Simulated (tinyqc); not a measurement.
Worked calculation: CCSD on RHF in the 3-21g basis, for H2, spin multiplicity 1. Computed by tinyqc, a small Python program that keeps every step (integrals from PySCF). Settings: charge = 0, multiplicity = 1, basis = 3-21g, method = RHF, energy threshold = 1e-10, iteration cap = 73, orthogonalisation = symmetric, start = atomic densities, DIIS depth = 6, amplitude equations = CCSD, DIIS depth for amplitudes = 6, cap on updates = 62. Command: `OMP_NUM_THREADS=1 python tinyqc.py 24581 24582 out.jsonl` (the two numbers bound the seeds that draw the settings). One thread of a shared host (Intel(R) Xeon(R) Processor @ 2.60GHz), about 0.2 s of CPU time with the checks.

Geometry (angstrom):
```
atom        x        y        z
H     0.00000  0.00000  0.00000
H     0.00000  0.00000  1.11000
```

E_corr = 1/4 sum <ij||ab> t_ij^ab + 1/2 sum <ij||ab> t_i^a t_j^b; stop when the norm of the change is below 1e-8.

Course of the amplitude iterations:
```
update  correlation energy (hartree)  norm of the change
0                         -0.0217817                   -
1                         -0.0296942            9.60e-02
2                         -0.0331184            4.50e-02
3                         -0.0360871            2.13e-02
4                         -0.0360565            3.01e-04
5                         -0.0360620            4.24e-05
6                         -0.0360613            5.06e-06
7                         -0.0360614            4.86e-07
8                         -0.0360614            1.13e-07
9                         -0.0360614            3.29e-09
```

Can the last value be used, and what does the course show?

Yes. Converged in 9 updates, with DIIS from the third.
